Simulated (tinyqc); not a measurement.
Worked calculation: two-dimensional electron gas with Rashba and Dresselhaus coupling. Values are carried at full precision from step to step, so a last printed digit may differ when a step is redone from the rounded ones.

H = c k^2/m + al (ky sx - kx sy) + b1 (kx sx - ky sy) + gam kx ky (kx sy - ky sx), s the Pauli matrices, x = [100], c = hbar^2/2m0, b1 = gam (pi/L)^2 (hard walls). H = c k^2/m + B.s, so E = c k^2/m -/+ |B| and the lower state has its spin along -B.

Constants: hbar^2/2m0 = 3.80998211 eV angstrom^2; hbar = 6.58211957e-16 eV s.

Inputs chosen for the exercise (of the size met in InGaAs; not measured data):
```
symbol  value   unit           meaning
m       0.0442  m0             mass
al      0.18    eV angstrom    Rashba constant
gam     0       eV angstrom^3  bulk Dresselhaus constant
L       186     angstrom       width of the (001) well
n       3.1     1e11/cm^2      sheet density (one subband filled)
phi     0       degrees        angle of k from [100]
```

## Scales

b1; mean Fermi wave vector k0 = sqrt(2 pi n) (1e11/cm^2 = 1e-5/angstrom^2); E0 = c k0^2/m; b3 = gam k0^2/4; kR = al m/(2c) and ER = al kR/2, the shift and depth of a pure Rashba band.

b1 = 0 eV angstrom
k0 = 0.013956 1/angstrom
E0 = 16.790 meV
b3 = 0 eV angstrom
kR = 0.001044 1/angstrom
ER = 0.09397 meV

There is no Dresselhaus term; kR is 7.5 % of k0.

## Spin-orbit field at one point of the Fermi circle

k = k0 (cos phi, sin phi). Form B, the splitting 2|B| and the direction of the lower spin, atan2(-By, -Bx).

Bx, By (meV): 0.0000  -2.5121

splitting = 5.0243 meV
direction of the lower spin = 90.0 degrees

## The matrix

H = [[E0, Bx - i By], [Bx + i By, E0]] in meV; diagonalise. Precession period h/(2|B|) = 2 pi hbar/(splitting).

H (meV):
```
            up     down
up     16.7897  2.5121i
down  -2.5121i  16.7897
```

levels (meV): 14.2775  19.3018

period = 0.823 ps

## The two wave vectors at the energy E0 along this direction

Solve c k^2/m -/+ |B(k)| = E0. The spin turns by (k_outer - k_inner) per length, so a half turn takes pi/(difference).

k (1/angstrom): outer 0.015039, inner 0.012951

difference = 0.002088 1/angstrom
length of a half turn = 150.4 nm

For linear terms alone the difference is (m/c)|B|/k, whatever the energy: every electron along this direction turns alike, the basis of the spin transistor.

## Checks

- Difference of the Fermi wave vectors without Dresselhaus terms against al m/c: both 0.0020882.

Computed by tinyqc, a small Python program: `OMP_NUM_THREADS=1 python tinyqc.py 1452687 1452688 out.jsonl` (the numbers bound the seed that draws the inputs); one thread of a shared host (Intel(R) Xeon(R) Processor @ 2.30GHz), about 0.01 s for the whole set of steps.
